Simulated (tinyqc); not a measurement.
Two-band massive Dirac model of the K valleys: sweeps and comparisons. A value that a table varies takes the place of the one given here.

Basis (conduction, valence): H = [[D/2, a t (tau kx - i ky)], [a t (tau kx + i ky), -D/2 + lam tau sz]], valley tau = +/-1, spin sz = +/-1. The gap of a spin and valley is G = D - lam tau sz. Berry curvature Omega = curl of i<u|grad u>; for the conduction band Omega_c = -tau 2 a^2 t^2 G/(G^2 + 4 a^2 t^2 k^2)^(3/2), and Omega_v = -Omega_c.

Constants: hbar^2/2m0 = 3.80998211 eV angstrom^2.

Inputs chosen for the exercise (near those used for monolayer MoSe2; not measured data):

| symbol | value | unit | meaning |
|---|---|---|---|
| a | 3.306 | angstrom | lattice constant |
| D | 1.45 | eV | gap parameter |
| t | 1.01 | eV | effective hopping |
| lam | 0.091 | eV | half the valence spin splitting |

## Away from the valley

Flavour tau = +1, sz = +1. Parabolic transition energy G + 2 a^2 t^2 k^2/G; degree of circular polarisation eta = 2 cos(theta)/(1 + cos^2(theta)). The last column is the Berry flux of the conduction band inside |k|, over 2 pi: -(1 - cos(theta))/2, cos(theta) = G/(transition energy).

Along |k|:

| \|k\| (1/angstrom) | transition (eV) | parabolic (eV) | Omega_c (angstrom^2) | eta | flux/2 pi |
|---|---|---|---|---|---|
| 0.000 | 1.3590 | 1.3590 | -12.074 | 1.0000 | 0.0000 |
| 0.025 | 1.3692 | 1.3693 | -11.805 | 1.0000 | -0.0037 |
| 0.050 | 1.3994 | 1.4000 | -11.057 | 0.9996 | -0.0144 |
| 0.075 | 1.4484 | 1.4513 | -9.974 | 0.9980 | -0.0308 |
| 0.100 | 1.5142 | 1.5231 | -8.728 | 0.9942 | -0.0513 |
| 0.150 | 1.6883 | 1.7282 | -6.297 | 0.9769 | -0.0975 |
| 0.200 | 1.9055 | 2.0153 | -4.380 | 0.9455 | -0.1434 |
| 0.300 | 2.4209 | 2.8357 | -2.136 | 0.8537 | -0.2193 |

What can be read from the table?

The curvature halves at |k| = 0.156 1/angstrom, where 2 a t k = 0.766 G. At 0.3 the parabola is 415 meV too high, eta has fallen only to 0.854, and the flux has reached -0.219 of the -1/2 that a whole cone holds. The real bands leave this model beyond about 0.1 to 0.2 1/angstrom, where trigonal warping and other bands enter.

## Hole doping of the spin-split valence bands

The Fermi level lies E below the top of the valence band. kF for the upper and lower band of valley +1 from the two-band energy; each flavour holds kF^2/(4 pi) holes per area and both valleys count. Spin polarisation within one valley; Berry flux removed from valley +1, the sum of (1 - cos(theta_F))/2 with cos(theta_F) = G/sqrt(G^2 + 4 a^2 t^2 kF^2), in units of 2 pi.

Holes:

| E (meV) | kF upper (1/angstrom) | kF lower | p (1e12/cm^2) | spin polarisation in a valley | flux/2 pi |
|---|---|---|---|---|---|
| 22.8 | 0.0531 | 0.0000 | 4.49 | 1.000 | 0.0162 |
| 45.5 | 0.0757 | 0.0000 | 9.12 | 1.000 | 0.0314 |
| 91.0 | 0.1088 | 0.0000 | 18.84 | 1.000 | 0.0591 |
| 136.5 | 0.1353 | 0.0000 | 29.14 | 1.000 | 0.0836 |
| 172.9 | 0.1541 | 0.0000 | 37.81 | 1.000 | 0.1014 |
| 200.2 | 0.1673 | 0.0505 | 48.61 | 0.833 | 0.1253 |
| 273.0 | 0.1999 | 0.1154 | 84.80 | 0.500 | 0.1961 |
| 364.0 | 0.2372 | 0.1677 | 134.29 | 0.333 | 0.2700 |

What can be read from the table?

Up to E = 2 lam = 182 meV, a density of 40.0e12/cm^2, only the upper band of this model is emptied and each valley is fully spin-polarised, oppositely in the two. Beyond it the polarisation falls, to 0.33 in the last row. The flux, times e^2/h, is in size the change of the Hall conductivity of one valley; the other valley cancels it in the charge current. Rows with kF above about 0.2 1/angstrom lie beyond the range of the model, and in real layers the valley at Gamma, close below in MoS2 and WS2, can take holes as well.

## What each parameter does

Flavour tau = sz = +1 at k = 0: gap G, mass c G/(a t)^2 with c = hbar^2/2m0, Omega_c, and the B - A splitting 2 lam. Each row changes one parameter from the base and keeps the others.

Results:

| case | G (eV) | mass (m0) | Omega_c (angstrom^2) | B - A (eV) |
|---|---|---|---|---|
| base | 1.3590 | 0.4644 | -12.074 | 0.1820 |
| a = 3.3721 angstrom | 1.3590 | 0.4464 | -12.561 | 0.1820 |
| D = 1.305 eV | 1.2140 | 0.4149 | -15.130 | 0.1820 |
| t = 0.909 eV | 1.3590 | 0.5733 | -9.780 | 0.1820 |
| lam = 0.1365 eV | 1.3135 | 0.4489 | -12.925 | 0.2730 |

What does this show?

The largest shifts from the base row, up to three for each result and ties (the steps differ in size, so this ranks the rows, not the parameters). G (eV): D -0.1450, lam -0.0455; unchanged at the printed digits by a and t. mass (m0): t +0.1089, D -0.0495, a -0.0180. Omega_c (angstrom^2): D -3.056, t +2.294, lam -0.851. B - A (eV): lam +0.0910; unchanged at the printed digits by a, D and t. The mass goes as G/(a t)^2 and the curvature as (a t)^2/G^2, so their product is -2c/G.

tinyqc: `OMP_NUM_THREADS=1 python tinyqc.py 1480086 1480087 out.jsonl`; about 0.01 s, one thread, shared Intel(R) Xeon(R) Processor @ 2.30GHz.
